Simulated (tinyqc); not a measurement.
Floating body of a partially depleted SOI transistor: body voltage and kink: transfer curve and swing.

Source at 0 V. Channel current Ic = 2 nf K Vt^2 [F(0) - F(Vd)](1 + la Vd), F(V) = ln^2(1 + exp((Vg - VT - nf V)/(2 nf Vt))), VT = VT0 - gb Vb. Saturation voltage Vs = 2 Vt sqrt(F(0)) + 3 Vt, excess Ve = (Vd - Vs + sqrt((Vd - Vs)^2 + 0.0004 V^2))/2, multiplication M1 = Ai Ve exp(-Bl/Ve). Each junction passes D(v) = J1 (exp(v/Vt) - 1) + J2 (exp(v/(2 Vt)) - 1). Bipolar current Ib = bb J1 (exp(Vb/Vt) - 1). The body settles where M1 (Ic + Ib) = D(Vb) + D(Vb - Vd) + Vb/Rb; drain current Id = (1 + M1)(Ic + Ib) - D(Vb - Vd).

Rows with more than one solution for Vb (latch) are left out; dId/dVd by a forward difference over 1e-4 V, swing = 1e-4 V over the change of log10 Id; M1 under 1e-12 is printed as 0.

Values chosen for this exercise; values of the order met in partially depleted silicon-on-insulator transistors: temperature T = 300 K; threshold at zero body voltage VT0 = 0.36 V; fall of the threshold per volt of body voltage gb = 0.2; slope factor nf = 1.17; gain factor per width K = 110 uA/(V^2 um); channel-length modulation factor la = 0.07 1/V; impact-ionisation prefactor Ai = 3.39 1/V; impact-ionisation voltage Bl = 7 V; diffusion saturation current of each junction J1 = 2.2e-13 uA/um; recombination saturation current of each junction J2 = 1.5e-9 uA/um; gain of the lateral bipolar transistor on the diffusion current bb = 0.5; resistance of a weak body tie to the source (1e9 stands for no tie, and the term is then dropped) Rb = 1e9 kohm um; drain voltage Vd = 1.8 V.

Constants: q = 1.602176634e-19 C, kB = 1.380649e-23 J/K, Vt = kB T/q. Results are converted to the units shown.

Results:

| Vg (V) | Vb (V) | M1 | Id, floating (uA/um) | Id, grounded (uA/um) | ratio | swing, floating (mV/decade) | swing, grounded (mV/decade) |
|---|---|---|---|---|---|---|---|
| -0.09 | 0.1311 | 0.1003 | 1.767e-7 | 7.515e-8 | 2.352 | 50.08 | 71.08 |
| 0.01 | 0.3649 | 0.1002 | 2.239e-5 | 2.005e-6 | 11.16 | 48.89 | 69.81 |
| 0.11 | 0.5181 | 0.09904 | 0.001606 | 5.396e-5 | 29.77 | 58.95 | 70.21 |
| 0.21 | 0.6129 | 0.09301 | 0.05362 | 0.001378 | 38.91 | 76.79 | 72.53 |
| 0.31 | 0.6702 | 0.07766 | 0.5639 | 0.02794 | 20.18 | 131.9 | 83.26 |
| 0.51 | 0.7116 | 0.04298 | 4.836 | 1.353 | 3.573 | 344.5 | 196.0 |
| 0.61 | 0.7175 | 0.03011 | 8.575 | 3.498 | 2.451 | 466.0 | 299.3 |
| 0.71 | 0.7189 | 0.02026 | 13.30 | 6.720 | 1.979 | 587.5 | 413.2 |

Estimate the missing row, Vg = 0.41 V.

Computed row:

| Vg (V) | Vb (V) | M1 | Id, floating (uA/um) | Id, grounded (uA/um) | ratio | swing, floating (mV/decade) | swing, grounded (mV/decade) |
|---|---|---|---|---|---|---|---|
| 0.41 | 0.6982 | 0.05913 | 2.134 | 0.2969 | 7.188 | 228.3 | 120.0 |

With this row back in the table: Vb rises from 0.131 to 0.719 V. The smallest swing among the rows is 48.9 mV a decade with a floating body (at Vg = 0.01 V) and 69.8 with a grounded one; Vt ln 10 = 59.5. The floating swing is smaller by more than 3 % for Vg = -0.09, 0.01, 0.11 V, where the rising Vb lowers the threshold as Vg rises. In the first row the floating body raises the current by a factor of 2.35.

Range of the model: The multiplication law is an empirical form chosen for the exercise; self-heating and capacitive coupling to the body are left out, and the linear laws are rough once Vb passes about 0.7 V or M1 about 0.1.

tinyqc, about 0.2 s, one thread, Intel Xeon 2.30GHz (shared host): `OMP_NUM_THREADS=1 python tinyqc.py 2182227 2182228 out.jsonl`
